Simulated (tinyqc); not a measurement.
# Ellipsometry and reflectance of a transparent film on an absorbing substrate, step by step

Computed by the program tinyqc: `OMP_NUM_THREADS=1 python tinyqc.py 2870198 2870199 out.jsonl`, one thread of a shared Intel Xeon 2.30GHz, about 0.01 s for the whole run. Printed values are rounded.

Air (index 1), film, substrate with N2 = n2 - i k2; time factor exp(+i w t). q_j = sqrt(N_j^2 - sin^2 th), root with positive real part. Fresnel coefficients r_s = (q_a - q_b)/(q_a + q_b), r_p = (N_b^2 q_a - N_a^2 q_b)/(N_b^2 q_a + N_a^2 q_b). tan(Psi) exp(i Delta) = R_p/R_s, Delta taken from 0 to 360 degrees.

Inputs (values chosen for the exercise); indices close to those of silicon nitride on silicon:
- lam = 800 nm (wavelength)
- th = 70 degrees (angle of incidence)
- n1 = 2.029 (index of the transparent film)
- d = 5.7 nm (film thickness)
- n2 = 3.692 (index of the substrate)
- k2 = 0.0065 (extinction coefficient of the substrate)

## Interface coefficients and thickness period

q0, q1, q2 and the coefficients r01 and r12 for p and s; the results repeat in d with the period lam/(2 q1).

q0 = 0.342020
q1 = 1.79828
q2 = 3.57041-0.00672i
r01,p = -0.121709
r01,s = -0.680400
r12,p = 0.250271-0.000768i
r12,s = -0.330087+0.000839i
period = 222.435 nm

## Psi, Delta and reflectances

beta = 2 pi d q1/lam, X = exp(-2 i beta), R = (r01 + r12 X)/(1 + r01 r12 X) for p and s.

beta = 0.0805049 rad
X = 0.987066-0.160315i
R_p = 0.128861-0.042808i
R_s = -0.824160+0.019325i
Psi = 9.35322 degrees
Delta = 162.967 degrees
|R_p|^2 = 0.0184375
|R_s|^2 = 0.679614

The bare substrate gives Psi = 9.129 and Delta = 179.67 degrees.
